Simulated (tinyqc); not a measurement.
Deformation-potential model of the Delta valleys of a conduction band: sweeps and comparisons. A value that a table varies takes the place of the one given here.

Valleys with axes along x, y and z, each a pair at +k and -k. Herring-Vogt shift of a valley with unit axis a: dE = Xd tr(e) + Xu a.e.a. Non-degenerate shares n_i = exp(-dE_i/kT)/sum_j exp(-dE_j/kT). Inverse mass tensor of a valley: (1 - a a)/mt + a a/ml; the masses are taken as independent of strain.

s11 = (C11 + C12)/((C11 - C12)(C11 + 2 C12)), s12 = -C12/((C11 - C12)(C11 + 2 C12)), s44 = 1/C44; exx = s11 sxx + s12 (syy + szz) and cyclic, exy = s44 sxy/2; tension is positive. A uniaxial stress X along the unit vector n is s_ij = X n_i n_j. Biaxial (001) means sxx = syy = X.

Constants: kB = 8.617333262e-05 eV/K.

Inputs chosen for the exercise (near those of Si; shifted at random, so the results belong to these values and not to a real crystal):
- ml = 0.926 m0 (longitudinal mass)
- mt = 0.184 m0 (transverse mass)
- Xd = 1.08 eV (dilation potential)
- Xu = 9.48 eV (uniaxial potential)
- C11 = 168.5 GPa
- C12 = 62.5 GPa
- C44 = 80 GPa
- load = biaxial (001) (kind of stress)
- T = 77 K (temperature)
- X1 = 0.3 GPa (size of the stress)
- X = 1.61 GPa (stress)

## Sweep of a biaxial (001) stress

m_c = 1/(u.M.u) along [110] with M = sum_i n_i (inverse mass tensor); gain against zero stress at a fixed scattering time.

Results:

| X (GPa) | spread (meV) | lowest edge (meV) | n x | n y | n z | m_c (m0) | gain (%) |
|---|---|---|---|---|---|---|---|
| -3.00 | 268.3 | -176.1 | 0.500 | 0.500 | 0.000 | 0.3070 | -18.2 |
| -1.50 | 134.2 | -88.1 | 0.500 | 0.500 | 0.000 | 0.3070 | -18.2 |
| -0.60 | 53.7 | -35.2 | 0.500 | 0.500 | 0.000 | 0.3070 | -18.2 |
| 0.00 | 0.0 | 0.0 | 0.333 | 0.333 | 0.333 | 0.2511 | 0.0 |
| 0.60 | 53.7 | -18.4 | 0.000 | 0.000 | 0.999 | 0.1840 | 36.4 |
| 1.50 | 134.2 | -46.1 | 0.000 | 0.000 | 1.000 | 0.1840 | 36.4 |
| 3.00 | 268.3 | -92.2 | 0.000 | 0.000 | 1.000 | 0.1840 | 36.4 |

Along [110] the gain is -18.2 % at -3.00 GPa and +36.4 % at 3.00 GPa. The slope at zero stress (from +/- 0.001 GPa), +163.7 % per GPa, carried to the ends would give -491 and +491 %; the response falls behind at both ends, as it saturates once the spread passes a few kT (kT = 6.6 meV, spread up to 268 meV).

## Gain for each load and current direction

Each load has the size X1. Gain m_c(0)/m_c - 1 in per cent from repopulation alone, m_c = 1/(u.M.u), M = sum_i n_i (inverse mass tensor); biaxial means sxx = syy.

Gain (%); + is tension, - compression:

| load | [100] | [010] | [001] | [110] | [1-10] | [111] |
|---|---|---|---|---|---|---|
| uniaxial [110] (+) | 25.0 | 25.0 | -50.0 | 25.0 | 25.0 | 0.0 |
| uniaxial [110] (-) | -14.8 | -14.8 | 29.7 | -14.8 | -14.8 | 0.0 |
| uniaxial [100] (+) | 35.5 | -17.7 | -17.7 | 8.9 | 8.9 | 0.0 |
| uniaxial [100] (-) | -69.2 | 34.6 | 34.6 | -17.3 | -17.3 | 0.0 |
| uniaxial [111] (+) | 0.0 | 0.0 | 0.0 | 0.0 | 0.0 | 0.0 |
| uniaxial [111] (-) | 0.0 | 0.0 | 0.0 | 0.0 | 0.0 | 0.0 |
| biaxial (001) (+) | 34.6 | 34.6 | -69.2 | 34.6 | 34.6 | 0.0 |
| biaxial (001) (-) | -17.7 | -17.7 | 35.5 | -17.7 | -17.7 | 0.0 |

The largest gain is +35.5 %, for uniaxial [100] (+) with the current along [100] and biaxial (001) (-) with the current along [001]; for a [110] channel it is +34.6 %, under biaxial (001) (+). No gain or loss appears under uniaxial [111]: the valleys stay equivalent (in real silicon shear also changes the masses, which this model leaves out).

## Temperature and repopulation

The load is fixed; m_c along [110] as 1/(u.M.u).

Results:

| T (K) | kT (meV) | n x | n y | n z | m_c (m0) |
|---|---|---|---|---|---|
| 50 | 4.31 | 0.000 | 0.000 | 1.000 | 0.1840 |
| 77 | 6.64 | 0.000 | 0.000 | 1.000 | 0.1840 |
| 150 | 12.93 | 0.000 | 0.000 | 1.000 | 0.1840 |
| 225 | 19.39 | 0.001 | 0.001 | 0.999 | 0.1841 |
| 300 | 25.85 | 0.004 | 0.004 | 0.992 | 0.1846 |
| 400 | 34.47 | 0.015 | 0.015 | 0.970 | 0.1862 |
| 500 | 43.09 | 0.033 | 0.033 | 0.934 | 0.1890 |

The largest share falls from 1.000 at 50 K to 0.934 at 500 K (equal shares: 0.333); m_c goes from 0.1840 to 0.1890, against 0.2511 without stress. Only spread/kT enters, so the small-stress response goes as 1/T.

## What each parameter does

Spread of the valley edges, lowest edge, largest share and m_c along [110]. Each row changes one parameter from the base and keeps the others.

Results:

| case | spread (meV) | lowest edge (meV) | largest share | m_c (m0) |
|---|---|---|---|---|
| base | 143.99 | -49.48 | 1.0000 | 0.1840 |
| ml = 1.111 m0 | 143.99 | -49.48 | 1.0000 | 0.1840 |
| mt = 0.221 m0 | 143.99 | -49.48 | 1.0000 | 0.2210 |
| Xd = 0.864 eV | 143.99 | -51.84 | 1.0000 | 0.1840 |
| Xu = 7.584 eV | 115.19 | -37.21 | 1.0000 | 0.1840 |
| C11 = 202.2 GPa | 109.25 | -31.11 | 1.0000 | 0.1840 |
| C12 = 75 GPa | 163.24 | -65.96 | 1.0000 | 0.1840 |
| C44 = 96 GPa | 143.99 | -49.48 | 1.0000 | 0.1840 |
| X = 1.932 GPa | 172.79 | -59.37 | 1.0000 | 0.1840 |
| T = 92.4 K | 143.99 | -49.48 | 1.0000 | 0.1840 |

The largest shifts from the base row, up to three for each result and ties (the steps differ in size, so this ranks the rows, not the parameters). spread (meV): C11 -34.73, X +28.80, Xu -28.80; unchanged at the printed digits by ml, mt, Xd, C44 and T. lowest edge (meV): C11 +18.37, C12 -16.48, Xu +12.26; unchanged at the printed digits by ml, mt, C44 and T. largest share: unchanged at the printed digits by ml, mt, Xd, Xu, C11, C12, C44, X and T. m_c (m0): mt +0.0370; unchanged at the printed digits by ml, Xd, Xu, C11, C12, C44, X and T. Xd moves all valleys together, so it shifts the edge and nothing else.

Run: tinyqc, `OMP_NUM_THREADS=1 python tinyqc.py 1080032 1080033 out.jsonl`; Intel(R) Xeon(R) Processor @ 2.30GHz, one thread, shared host; about 0.01 s of CPU time with all checks.
